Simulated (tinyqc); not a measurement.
Gaussian against the exact two-step profile: two-step dopant diffusion (predeposition and drive-in) with a constant diffusivity. Computed by tinyqc, a small Python program. Command: `OMP_NUM_THREADS=1 python tinyqc.py 3019191 3019192 out.jsonl dopdiff walk`. One thread of a shared host (Intel(R) Xeon(R) Processor @ 2.30GHz), about 0.07 s of CPU time with the checks.

Fick diffusion into a half space x > 0 whose background doping C_B is of the opposite type, so that a junction lies where C = C_B.

Inputs (values chosen for the exercise, modelled on arsenic in silicon): prefactor D0 = 10.5 cm^2/s; activation energy E = 4.03 eV; surface concentration C_s = 1.1e+19 1/cm^3; background doping C_B = 1.1e+15 1/cm^3; predeposition temperature T1 = 1025 C; predeposition time t1 = 30 min; drive-in temperature T2 = 1000 C; drive-in time t2 = 30 min.

Furnace ramps of the drive-in: none.

Constants: k_B = 8.617333262e-05 eV/K.

Method:
- D = D0 exp(-E/(k_B T)).
- Temperatures in kelvin are T(C) + 273.15.
- Times in seconds are 60 times the minutes.
- (Dt)2 = D2 t2, t2 in seconds.
- C = C_s erfc(x/(2 sqrt(D1 t1))); dose Q = 2 C_s sqrt(D1 t1/pi); the junction solves erfc(z) = C_B/C_s with x_j = 2 z sqrt(D1 t1).
- With a sealed surface and a thin source, C = Q/sqrt(pi (Dt)2) exp(-x^2/(4 (Dt)2)); x_j = 2 sqrt((Dt)2 ln(C(0)/C_B)); gradient at the junction |dC/dx| = C_B x_j/(2 (Dt)2).
- Exact two-step profile: C = (2 C_s/pi) int_0^alpha exp(-beta (1 + u^2))/(1 + u^2) du with alpha = sqrt(D1 t1/(Dt)2), beta = x^2/(4 (D1 t1 + (Dt)2)).
- The integral takes 48 Gauss-Legendre points; solve C(x) = C_B.
- Gaussian: C = Q/sqrt(pi (Dt)2) exp(-x^2/(4 (Dt)2)).
- Depths are fractions of the Gaussian x_j.

surface concentration C(0) (Gaussian) = 9.97433e+18 1/cm^3

junction depth x_j = 0.0876353 um

drive-in budget (Dt)2 = 2.10699e-12 cm^2

product D1 t1 = 4.27449e-12 cm^2

exact junction depth = 0.138993 um

Profiles:
```
x/x_j   x (um)  Gaussian (1/cm^3)  exact (1/cm^3)       ratio
0.0    0.00000         9.9743e+18      6.7134e+18  1.4857e+00
0.2    0.01753         6.9276e+18      5.6255e+18  1.2315e+00
0.4    0.03505         2.3211e+18      3.3821e+18  6.8628e-01
0.6    0.05258         3.7513e+17      1.5321e+18  2.4484e-01
0.8    0.07011         2.9248e+16      5.4586e+17  5.3581e-02
1.0    0.08764         1.1000e+15      1.5580e+17  7.0604e-03
1.2    0.10516         1.9957e+13      3.5681e+16  5.5932e-04
```

With D1 t1/(Dt)2 = 2.0, the Gaussian is 49 % high at the surface and 99 % low at its own junction; the exact junction lies at 0.1390 um, 59 % deeper. The dose is the same, but the real source already has a width, which carries into the tail. Caution: the drive-in budget is under fifteen times D1 t1, so the source is not thin and the Gaussian junction is too shallow. Caution: the surface value exceeds the intrinsic carrier density during the drive-in as well. Caution: C_s exceeds the intrinsic carrier density of silicon at the predeposition temperature (2e18 to 1e19 per cm^3), where real diffusivities rise with concentration and profiles turn box-like.
